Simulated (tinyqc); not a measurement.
From results back to parameters: Shockley-Read-Hall recombination through one deep level. Two cases, with inputs chosen for the exercise.

Problem. Deep-level transient spectroscopy: the emission rate is en = gam sigma T^2 exp(-dE/kB T), dE = Ec - Et. Two rates were computed from hidden dE and sigma.

Constants: kB = 8.617333262e-05 eV/K.

Find: ln(en/T^2) at T1 and T2; dE; sigma.

Method. ln(en/T^2) against 1/T is a line of slope -dE/kB and intercept ln(gam sigma); plotting ln en alone would overstate dE by about 2 kB T.

Case 1.

Values chosen (out of a larger set: gap and densities of states near those of Si at this temperature; not measured data): gam = 3.7e+21 1/(cm^2 s K^2) (vth Nc/T^2, which does not depend on T); T1 = 164 K; T2 = 194 K.

en(T1) = 0.875038 1/s
en(T2) = 49.9931 1/s

Solution.

ln(en/T^2) at T1 and T2: -10.3332  -6.6238

dE = 0.339 eV
sigma = 2.3e-16 cm^2

Case 2.

Values chosen (out of a larger set: gap and densities of states near those of Si at this temperature; not measured data): gam = 4.5e+21 1/(cm^2 s K^2) (vth Nc/T^2, which does not depend on T); T1 = 199 K; T2 = 231 K.

en(T1) = 0.852606 1/s
en(T2) = 32.0394 1/s

Solution.

ln(en/T^2) at T1 and T2: -10.7461  -7.4179

dE = 0.412 eV
sigma = 1.3e-16 cm^2

Computed by tinyqc, one run a case: `OMP_NUM_THREADS=1 python tinyqc.py N N+1 out.jsonl` with N = 1651720, 1651729; one thread of a shared Intel(R) Xeon(R) Processor @ 2.30GHz, about 0.01 s a run at most.
